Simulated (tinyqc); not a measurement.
# p-type polysilicon, carrier trapping at grain boundaries: effect of the doping

One-dimensional grains of size Lg, uniform ionised doping N, monovalent traps Qt at each boundary at a depth Et below (for electrons) or above (for holes) the band edge there, abrupt depletion of width W on each side of a boundary, Boltzmann statistics. xi is the distance from the band edge at the grain centre to the Fermi level. Trapped charge Qt/(1 + exp((xi + VB - Et)/Vt)) = 2 N W, barrier VB = q N W^2/(2 eps0 eps_r).

If the trap equation with xi = Vt ln(NB/N) has a root W < Lg/2, the grain is partly depleted; otherwise W = Lg/2 and the trap equation gives xi = Et - VB + Vt ln(Qt/(N Lg) - 1). N* = Qt/Lg. n0 = NB exp(-xi/Vt); mean density n0 (1 - 2 W/Lg) by charge balance in a partly depleted grain, and n0 (sqrt(pi)/2) erf(u)/u with u = sqrt(VB/Vt) in a fully depleted one; v = sqrt(kB T/(2 pi ms m0)); barrier resistivity Vt exp(VB/Vt)/(q fe n0 v Lg); grain resistivity (1 - 2 W/Lg)/(q n0 mug); effective mobility 1/(q mean density total resistivity). Rows with xi above 0.45 V, towards mid-gap, are left out, since the other carrier type is ignored.

Parameters, values chosen for the exercise; values of the order met in polycrystalline silicon:
- T = 300 K (temperature)
- eps_r = 11.7 (relative permittivity)
- NB = 2.65e19 cm^-3 (valence-band density of states at T)
- Lg = 18 nm (grain size)
- Qt = 2.1e12 cm^-2 (trap density of a grain boundary)
- Et = 0.42 eV (depth of the trap level from the majority band edge at the boundary)
- ms = 0.3 m0 (mass for thermionic emission)
- fe = 0.25 (correction factor of the emission rate)
- mug = 70 cm^2/(V s) (mobility inside the grains)

Constants: q = 1.602176634e-19 C, kB = 1.380649e-23 J/K, m0 = 9.1093837015e-31 kg, Vt = kB T/q, eps0 = 8.8541878128e-14 F/cm where lengths are in cm. Results are converted to the units shown.

Result of one run:
```
N (cm^-3)	N/N*	depleted share 2 W/Lg	VB (V)	xi (V)	mean density (cm^-3)	resistivity (ohm cm)	effective mobility (cm^2/(V s))
3e17	0.25714	1.0000	0.018791	0.42863	1.3396e12	90477	51.496
```

What becomes of these results when the doping N is changed from 3e17 to 2.7e18 cm^-3, all else the same?

Result of the changed run:
```
N (cm^-3)	N/N*	depleted share 2 W/Lg	VB (V)	xi (V)	mean density (cm^-3)	resistivity (ohm cm)	effective mobility (cm^2/(V s))
2.7e18	2.3143	0.43210	0.031576	0.059043	1.5333e18	0.11047	36.847
```

The whole series:
```
N (cm^-3)	N/N*	depleted share 2 W/Lg	VB (V)	xi (V)	mean density (cm^-3)	resistivity (ohm cm)	effective mobility (cm^2/(V s))
3e17	0.25714	1.0000	0.018791	0.42863	1.3396e12	90477	51.496
5.2e17	0.44571	1.0000	0.032571	0.39306	4.6306e12	38948	34.608
8.9e17	0.76286	1.0000	0.055747	0.33405	3.7621e13	9735.9	17.041
1.5e18	1.2857	0.77777	0.056836	0.074239	3.3335e17	0.45181	41.441
2.7e18	2.3143	0.43210	0.031576	0.059043	1.5333e18	0.11047	36.847
4.6e18	3.9429	0.25362	0.018534	0.045269	3.4333e18	0.046973	38.701
8e18	6.8571	0.14583	0.010657	0.030963	6.8333e18	0.023302	39.198
```

As N goes from 3e17 to 8e18, VB goes from 0.0188 through a maximum of 0.0568 (at N = 1.5e18 among the rows listed) to 0.0107 V, the resistivity falls from 90500 to 0.0233 ohm cm and the effective mobility moves up and down between 17.0 and 51.5 cm^2/(V s). The steepest fall of the resistivity among the rows, as N^(-19.1), lies between N = 8.9e17 and 1.5e18 cm^-3; N* = 1.17e18 cm^-3. While the grain is fully depleted VB grows as N; once the traps are full it falls as 1/N. For N = 2.7e18, 4.6e18, 8e18 xi is under 2.5 Vt, where Boltzmann statistics begin to fail. For N = 3e17, 4.6e18, 8e18 VB is below Vt, where abrupt depletion and thermionic emission are rough. For N = 1.5e18 the grain is near the changeover between partial and full depletion, within a few Debye lengths, where both limits are rough.

Program tinyqc, `OMP_NUM_THREADS=1 python tinyqc.py 2830237 2830238 out.jsonl`; Intel Xeon 2.30GHz, shared host, one thread, about 0.01 s.
